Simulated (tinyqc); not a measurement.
Drift layer from breakdown voltage and on-resistance.

Inverse problem. An ideal drift layer with a triangular field at breakdown has BV = Ec W/2, N = eps0 eps_r Ec/(q W) and Ron = W/(q mu N). Find Ec, W and N.

Values chosen for this exercise: relative permittivity eps_r = 9.47; electron mobility of the drift layer mu = 1070 cm^2/(V s).

Constants: q = 1.602176634e-19 C, eps0 = 8.8541878128e-14 F/cm where lengths are in cm. Results are converted to the units shown.

BV = 796.92141 V
Ron = 0.14328670 mohm cm^2

Solution. Eliminating W and N gives Ron = 4 BV^2/(eps0 eps_r mu Ec^3), which yields Ec.

Ec = 2.70e3 kV/cm
W = 5.90 um
N = 2.40e16 cm^-3

tinyqc, about 0.06 s, one thread, Intel Xeon 2.30GHz (shared host): `OMP_NUM_THREADS=1 python tinyqc.py 2120024 2120025 out.jsonl`
